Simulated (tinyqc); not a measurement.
Resistance of a source-drain extension with a graded tip: one step of the calculation.

y runs along the channel, the gate covers y > 0. The doping is N0 for y < y0 and N0 10^(-(y - y0)/la) beyond, uniform over the depth xj. Sheet conductance s(y) = q mu(N) max(N - Nch, 0) xj + (for y > 0) ma Cox Vo, with mu(N) = u0 + (u1 - u0)/(1 + (N/Nr)^au) and Cox = eps0 eox/tox. Current is taken as one-dimensional; depletion of the tip, spreading and the contact are left out. The metallurgical junction lies at yj, where N = Nch.

Problem. Sheet resistances and junction position. yj = y0 + la log10(N0/Nch); sheet resistance of the full extension 1/[q mu(N0)(N0 - Nch) xj] and of the gate-induced layer 1/(ma Cox Vo); metallurgical length Lg - 2 yj; ye is where the doped and the gate-induced conductances are equal.

Parameters, values chosen for the exercise; mobility law close to that of electrons in silicon:
- eox = 8.87 (relative permittivity of the gate insulator (close to aluminium oxide))
- tox = 8.6 nm (insulator thickness)
- N0 = 2.9e20 cm^-3 (active doping of the extension far from the gate)
- la = 5.9 nm/decade (lateral abruptness)
- y0 = -0.6 nm (position under the gate where the fall begins (gate edge at 0))
- xj = 17 nm (depth of the extension)
- Nch = 1.3e18 cm^-3 (channel doping)
- Vo = 0.39 V (gate overdrive)
- ma = 110 cm^2/(V s) (mobility of the gate-induced layer)
- u1 = 1414 cm^2/(V s) (mobility at low doping)
- u0 = 68.5 cm^2/(V s) (mobility at high doping)
- Nr = 9.2e16 cm^-3 (reference doping)
- au = 0.711 (exponent)
- Lg = 50 nm (gate length)

Constants: q = 1.602176634e-19 C, eps0 = 8.8541878128e-14 F/cm where lengths are in cm. Results are converted to the units shown.

Wanted: yj; sheet resistance of the extension; sheet resistance of the induced layer; metallurgical length; ye; N at ye.

Solution.

yj = 13.256 nm
sheet resistance of the extension = 174.53 ohm/square
sheet resistance of the induced layer = 25525 ohm/square
metallurgical length = 23.488 nm
ye = 12.145 nm
N at ye = 2.0059e18 cm^-3

The gate takes over 1.11 nm before the junction, where N is still 1.54 times the channel doping.

Program tinyqc, `OMP_NUM_THREADS=1 python tinyqc.py 2282106 2282107 out.jsonl`; Intel Xeon 2.30GHz, shared host, one thread, about 0.06 s.
